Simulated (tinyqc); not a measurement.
## p-n heterojunction, non-linear Poisson equation by Newton steps, Fermi-Dirac statistics: starts and damping rules compared

One dimension, material 1 (p-type) at x < 0 and material 2 (n-type) at x > 0. Band edges: Ec = -psi in material 1 and -psi + dEc in material 2, Ev = Ec - Eg. Flat quasi-Fermi levels: 0 for holes, +V for electrons. n = Nc F((EFn - Ec)/Vt), p = Nv F((Ev - EFp)/Vt), with F(eta) = F_1/2(eta) = (2/sqrt(pi)) int_0^infinity sqrt(u) du/(1 + exp(u - eta)) (Fermi-Dirac statistics); full ionisation, no interface charge, classical densities; the doping types are chosen for the exercise.

a_i = eps0 eps_r/h_i for the interval from node i to i + 1, with h_i = x_(i+1) - x_i in cm.

n_i = Nc F(a_n), a_n = (V - Ec_i)/Vt; p_i = Nv F(a_p), a_p = (Ec_i - Eg)/Vt; rho_i = p_i - n_i + C_i with C = -N1 or +N2; g_i = (Nc F'(a_n) + Nv F'(a_p))/Vt with F' = F_-1/2(eta) = (1/sqrt(pi)) int_0^infinity u^(-1/2) du/(1 + exp(u - eta)). Box widths w_i = (h_(i-1) + h_i)/2 in cm. Residual F_i = a_i (psi_(i+1) - psi_i) - a_(i-1) (psi_i - psi_(i-1)) + q rho_i w_i; Jacobian: a_(i-1) and a_i beside the diagonal, b_i = -a_(i-1) - a_i - q g_i w_i on it. The two end nodes are fixed.

Iterations until the largest undamped |d| is below 1e-9 V (the last, tiny step is counted), with a cap of 100; "overflow" would mean that an exponential left the range of double precision. Starts:
- neutral: psi_L on the nodes of material 1 and psi_R on those of material 2.
- smooth: psi_L + (psi_R - psi_L)(1 + tanh(x/s))/2 on the inner nodes with s = 89 nm, psi_L and psi_R on the ends.
- linear: A straight line in x from psi_L to psi_R.

Rules for the step d, which solves the tridiagonal system a_(i-1) d_(i-1) + b_i d_i + a_i d_(i+1) = -F_i:
- full Newton steps: the full step is added.
- logarithmic damping: each component d is damped to sign(d) Vt ln(1 + |d|/Vt) before it is added.
- steps capped at 4 Vt: if the largest |d| exceeds 4 Vt, the whole step is scaled down so that it equals 4 Vt.
- halved steps: half of the step is added while the largest |d| exceeds 1.5 Vt, the full step after that.

Values chosen for this exercise; band and dielectric values close to those of CdTe and CdS: temperature T = 400 K; band gap of material 1 Eg1 = 1.49 eV; relative permittivity of material 1 er1 = 10.3; conduction-band density of states of material 1 Nc1 = 1.25e18 cm^-3; valence-band density of states of material 1 Nv1 = 2.76e19 cm^-3; band gap of material 2 Eg2 = 2.42 eV; relative permittivity of material 2 er2 = 8.92; conduction-band density of states of material 2 Nc2 = 3.42e18 cm^-3; valence-band density of states of material 2 Nv2 = 2.83e19 cm^-3; conduction-band offset Ec2 - Ec1 dEc = -0.12 eV; acceptor density of material 1 N1 = 5.5e17 cm^-3; donor density of material 2 N2 = 5.5e15 cm^-3; bias of side 1 against side 2 V = 0 V.

Constants: q = 1.602176634e-19 C, kB = 1.380649e-23 J/K, Vt = kB T/q, eps0 = 8.8541878128e-14 F/cm where lengths are in cm. Results are converted to the units shown.

```
node,x (nm),material
0,-53,1
1,-40.6,1
2,-30.2,1
3,-21.3,1
4,-13.9,1
5,-7.58,1
6,-2.25,1
7,2.25,2
8,12.3,2
9,34.9,2
10,85.4,2
11,199,2
12,452,2
13,1020,2
```

```
interval,eps_r
0,10.3
1,10.3
2,10.3
3,10.3
4,10.3
5,10.3
6,9.56046
7,8.92
8,8.92
9,8.92
10,8.92
11,8.92
12,8.92
```

psi_L = -1.35527 V
psi_R = -0.341709 V

Iterations needed:
```
,full Newton steps,logarithmic damping,steps capped at 4 Vt,halved steps
neutral,7,17,11,10
smooth,13,11,9,13
linear,15,11,9,12
```

The fewest iterations, 7, are needed by full Newton steps from the neutral start. Every pairing converges. Lowest count for the worst start: steps capped at 4 Vt, at most 11 iterations.

Program tinyqc, `OMP_NUM_THREADS=1 python tinyqc.py 2040139 2040140 out.jsonl`; Intel Xeon 2.30GHz, shared host, one thread, about 0.2 s.
